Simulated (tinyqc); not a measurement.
Van der Pauw, Hall and four-point-probe measurements on a doped layer: two steps of the calculation.

A uniform p-type layer with sheet resistance Rs = 1/(q ns mu), point contacts, low field (mu B small).

Inputs (values chosen for the exercise):
- rH = 1 (Hall factor)
- B = 0.5 T (magnetic field)
- I = 100 uA (current)
- t = 1100 nm (thickness of the layer)

Constants: q = 1.602176634e-19 C. Results are converted to the units shown.

Problem 1. New z. The van der Pauw equation exp(-pi RA z) + exp(-pi RB z) = 1 is solved for z = 1/Rs: e1 = exp(-pi RA z), e2 = exp(-pi RB z), f = e1 + e2 - 1, f' = -pi (RA e1 + RB e2), z(new) = z - f/f'.

z after iteration 1 = 2.6309255 mS
RA = 3.4732222 ohm
RB = 273.11759 ohm

Give: e1; e2; f; f'; z after iteration 2.

Solution 1.

e1 = 0.97170
e2 = 0.10462
f = 0.076323
f' = -0.10037 kohm
z after iteration 2 = 3.3913 mS

Problem 2. Sheet density, mobility and bulk values. Rs = 1/z; Hall sheet density B I/(q |VH|); Hall mobility |VH|/(Rs B I); true values ns = rH times the Hall density, mu = Hall mobility/rH; bulk density ns/t, resistivity Rs t; correction factor F = Rs/[(pi/ln 2)(RA + RB)/2].

converged z = 3.7490933 mS
VH = 0.17337525 mV
RA = 3.4732222 ohm
RB = 273.11759 ohm

Give: Rs; Hall sheet density; Hall mobility; ns; mu; bulk density; resistivity; F.

Solution 2.

Rs = 266.7 ohm/square
Hall sheet density = 1.800e14 cm^-2
Hall mobility = 130.0 cm^2/(V s)
ns = 1.800e14 cm^-2
mu = 130.0 cm^2/(V s)
bulk density = 1.636e18 cm^-3
resistivity = 0.02934 ohm cm
F = 0.4255

Program tinyqc, `OMP_NUM_THREADS=1 python tinyqc.py 2850222 2850223 out.jsonl`; Intel Xeon 2.30GHz, shared host, one thread, about 0.01 s.
